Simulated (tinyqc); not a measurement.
Inside a calculation: optical gain and spontaneous emission in a bulk direct-gap semiconductor. Values are carried at full precision from step to step, so a last printed digit may differ when a step is redone from the rounded ones.

F_j(eta) = (1/Gamma(j + 1)) integral_0^infinity x^j dx/(1 + exp(x - eta)), which tends to exp(eta) for eta << 0.

Quasi-Fermi levels: n = Nc F_1/2(Fc/kT) and p = Nv F_1/2(Fv/kT), Fc counted up from the conduction edge and Fv down from the valence edge; Nc, Nv from N = 2 (m kB T/(4 pi c))^(3/2) with c = hbar^2/2m0, in 1/angstrom^3; times 1e24 for 1/cm^3, with me and (mhh^(3/2) + mlh^(3/2))^(2/3).

Constants: hbar^2/2m0 = 3.80998211 eV angstrom^2; kB = 8.617333262e-05 eV/K; fine-structure constant alpha = 0.007297352564; hbar = 6.58211957e-16 eV s; hbar c = 1973.269805 eV angstrom.

Inputs chosen for the exercise (near those of GaAs; shifted at random, so the results belong to these values and not to a real crystal): me = 0.0651 m0 (electron mass); mhh = 0.509 m0 (heavy-hole mass); mlh = 0.0807 m0 (light-hole mass); n = 3.2e+18 1/cm^3 (injected density, n = p); T = 250 K; Eg = 1.466 eV (direct gap); Ep = 26 eV (Kane energy); nr = 3.65 (refractive index); E = 1.493 eV (photon energy).

## Quasi-Fermi levels

Solve for Fc and Fv.

kT = 0.021543 eV
Nc = 3.171e+17 1/cm^3
Nv = 7.370e+18 1/cm^3
Fc = 0.1183 eV
Fv = -0.0147 eV
Fc + Fv = 0.1036 eV

The separation of the quasi-Fermi levels exceeds the gap, so photons between Eg and Eg + (Fc + Fv) see gain. The quasi-Fermi level of the electrons lies inside the band, that of the holes in the gap.

## Absorption of the empty crystal

Parabolic bands, vertical transitions, no excitons. For each hole band j: mr = me mj/(me + mj); joint density of states J_j(E) = (mr/c)^(3/2) sqrt(E - Eg)/(2 pi^2), both spins, c = hbar^2/2m0; averaged matrix element |e.p|^2 = m0 Ep/6; alpha_j(E) = 4 pi^2 alpha_f c Ep J_j/(3 nr E) in 1/angstrom (alpha_f the fine-structure constant, listed as alpha among the constants), times 1e8 for 1/cm.

Evaluate at E for heavy and light holes.

mr, J and alpha of each hole band:

| hole | mr (m0) | J (1/(eV angstrom^3)) | alpha (1/cm) |
|---|---|---|---|
| heavy | 0.05772 | 1.552e-05 | 2709.5 |
| light | 0.03603 | 7.656e-06 | 1336.5 |

The heavy-hole band gives 67 % of the total, 4046 1/cm.

## Occupations and gain at E

For band j the electron sits at Ee = (E - Eg) mr/me above its edge and the hole at Eh = (E - Eg) mr/mj; fe = 1/(1 + exp((Ee - Fc)/kT)), fh = 1/(1 + exp((Eh - Fv)/kT)); gain g = sum_j alpha_j (fe + fh - 1).

Use mr and alpha from the table.

Energies, occupations and gain of each hole band:

| hole | Ee (eV) | Eh (eV) | fe | fh | g (1/cm) |
|---|---|---|---|---|---|
| heavy | 0.0239 | 0.0031 | 0.988 | 0.305 | 793 |
| light | 0.0149 | 0.0121 | 0.992 | 0.224 | 289 |

total gain = 1082 1/cm

E - Eg = 0.0270 eV is below Fc + Fv = 0.1036 eV, so both bands give gain (Bernard-Duraffourg).

## Spontaneous emission

Spontaneous rate: R = integral of (nr E/(hbar c))^2/(pi^2 hbar) sum_j alpha_j fe fh dE, with alpha in 1/cm and (nr E/(hbar c))^2 in 1/cm^2 (1e16 per 1/angstrom^2); B = R/(n p); lifetime n/R.

Integrate over photon energy.

R = 2.01e+27 1/(cm^3 s)
B = 1.96e-10 cm^3/s
radiative lifetime = 1.60 ns

## Checks

- B at n = 1e13 1/cm^3 against the van Roosbroeck-Shockley value from alpha and ni^2 (cm^3/s): both 3.48e-10.

Computed by tinyqc, a small Python program: `OMP_NUM_THREADS=1 python tinyqc.py 1680904 1680905 out.jsonl` (the numbers bound the seed that draws the inputs); one thread of a shared host (Intel(R) Xeon(R) Processor @ 2.30GHz), about 0.08 s for the whole set of steps.
